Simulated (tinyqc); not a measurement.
# Random telegraph noise from one oxide trap in a small MOSFET: effects of single changes

An acceptor-like trap exchanges electrons with the channel. Inversion charge Q = Cox u, u = n Vt W0(exp((Vg - VT)/(n Vt))), W0 the Lambert function, n = nf, Cox = eps0 eox/tox; linear regime Id = (W/L) mu Q Vd. Relative to threshold the surface potential rises by Vt ln(u/u0) and the oxide voltage by the rest of Vg - VT, with u0 = n Vt W0(1).

Values chosen for this exercise; values of the order met in silicon transistors:
- T = 350 K (temperature)
- eox = 3.9 (relative permittivity of the gate insulator (close to silicon dioxide))
- tox = 1.2 nm (insulator thickness)
- xt = 0.38 nm (depth of the trap from the channel interface)
- E0 = 0.08 eV (trap level above the channel Fermi level at threshold)
- s0 = 1e-15 cm^2 (capture prefactor)
- EB = 0.23 eV (capture barrier (lattice relaxation))
- lt = 0.17 nm (tunnelling decay length)
- vth = 1.4e7 cm/s (thermal velocity)
- zi = 2.9 nm (thickness of the inversion layer)
- VT = 0.54 V (threshold voltage)
- nf = 1.36 (body factor)
- W = 46 nm (gate width)
- L = 87 nm (gate length)
- mu = 160 cm^2/(V s) (mobility)
- asc = 2e-15 V s (scattering coefficient of the charged trap)
- Vd = 0.02 V (drain voltage)
- Vg = 0.75 V (gate voltage)

Constants: q = 1.602176634e-19 C, kB = 1.380649e-23 J/K, Vt = kB T/q, eps0 = 8.8541878128e-14 F/cm where lengths are in cm. Results are converted to the units shown.

Each table varies one quantity; the others keep the values above.

## Time constants and noise against gate voltage

N = Cox u/q; dpsi = Vt ln(u/u0); E = E0 - dpsi - (xt/tox)(Vg - VT - dpsi); capture time tc = 1/[(N/zi) vth s0 exp(-xt/lt - EB/Vt)]; emission time te = tc exp(-E/Vt); occupancy te/(tc + te). A = W L; threshold step dV = q (1 - xt/tox)/(Cox A); gm/Id = 1/(u + n Vt); relative step dI/I = (gm/Id) dV + asc mu/A. fc = (1/tc + 1/te)/(2 pi); rms = (dI/I) sqrt(tc te)/(tc + te).

Time constants and noise against gate voltage:

| Vg (V) | E (eV) | tc (s) | te (s) | occupancy | dI/I (%) | fc (Hz) | rms dI/I (%) |
|---|---|---|---|---|---|---|---|
| 0.45 | 0.14411 | 5.3489e-6 | 4.4997e-8 | 0.0083423 | 2.9051 | 3.5667e6 | 0.26423 |
| 0.51 | 0.099931 | 1.5766e-6 | 5.7381e-8 | 0.035118 | 2.5268 | 2.8746e6 | 0.46512 |
| 0.57 | 0.061674 | 6.1934e-7 | 8.0142e-8 | 0.11457 | 2.0388 | 2.2429e6 | 0.64937 |
| 0.63 | 0.029155 | 3.2140e-7 | 1.2225e-7 | 0.27555 | 1.6654 | 1.7971e6 | 0.74406 |
| 0.69 | 5.4388e-4 | 2.0161e-7 | 1.9801e-7 | 0.49549 | 1.4305 | 1.5932e6 | 0.71523 |
| 0.75 | -0.025637 | 1.4230e-7 | 3.3294e-7 | 0.70057 | 1.2837 | 1.5965e6 | 0.58794 |
| 0.81 | -0.050266 | 1.0829e-7 | 5.7330e-7 | 0.84112 | 1.1873 | 1.7473e6 | 0.43405 |
| 0.87 | -0.073851 | 8.6689e-8 | 1.0032e-6 | 0.92046 | 1.1207 | 1.9946e6 | 0.30324 |
| 0.93 | -0.096698 | 7.1928e-8 | 1.7754e-6 | 0.96106 | 1.0725 | 2.3024e6 | 0.20746 |

tc falls from 5.35e-6 to 7.19e-8 s as the channel fills and te rises from 4.50e-8 to 1.78e-6 s; they are equal at Vg = 0.691 V, where E = 0. The rms noise goes from 0.264 through a maximum of 0.744 (at Vg = 0.63 V among the rows listed) to 0.207 %. The slope -Vt d ln(tc/te)/dVg is 0.736 between the first two rows and 0.381 between the last two; it tends to xt/tox = 0.317 only when the surface potential stops moving.

## Effect of the depth of the trap from the channel interface

Same model as above.

Effect of the depth of the trap from the channel interface:

| xt (nm) | E (eV) | tc (s) | te (s) | occupancy | dI/I (%) | fc (Hz) | rms dI/I (%) |
|---|---|---|---|---|---|---|---|
| 0.06 | 0.015090 | 2.1663e-8 | 1.3135e-8 | 0.37746 | 1.4726 | 1.9464e7 | 0.71384 |
| 0.18 | -1.8231e-4 | 4.3881e-8 | 4.4147e-8 | 0.50151 | 1.4017 | 7.2322e6 | 0.70087 |
| 0.3 | -0.015455 | 8.8886e-8 | 1.4838e-7 | 0.62537 | 1.3309 | 2.8632e6 | 0.64419 |
| 0.42 | -0.030728 | 1.8005e-7 | 4.9871e-7 | 0.73474 | 1.2601 | 1.2031e6 | 0.55628 |
| 0.54 | -0.046000 | 3.6472e-7 | 1.6762e-6 | 0.82130 | 1.1892 | 5.3133e5 | 0.45559 |
| 0.66 | -0.061273 | 7.3878e-7 | 5.6339e-6 | 0.88407 | 1.1184 | 2.4368e5 | 0.35804 |
| 0.78 | -0.076546 | 1.4965e-6 | 1.8936e-5 | 0.92676 | 1.0475 | 1.1476e5 | 0.27292 |

What does the comparison show?

As xt goes from 0.06 to 0.78, tc rises from 2.17e-8 to 1.50e-6 s, te rises from 1.31e-8 to 1.89e-5 s and dI/I falls from 1.47 to 1.05 %. tc grows a decade every lt ln 10 = 0.391 nm of depth; traps spread evenly in depth therefore give corner frequencies spread evenly on a log scale, whose sum is 1/f noise if the traps contribute equal variances.

Range of the model: VT is taken as given; short-channel effects and the uneven flow of current among few electrons are left out.

Computed by the program tinyqc: `OMP_NUM_THREADS=1 python tinyqc.py 2710005 2710006 out.jsonl`, one thread of a shared Intel Xeon 2.30GHz, about 0.01 s for the whole run.
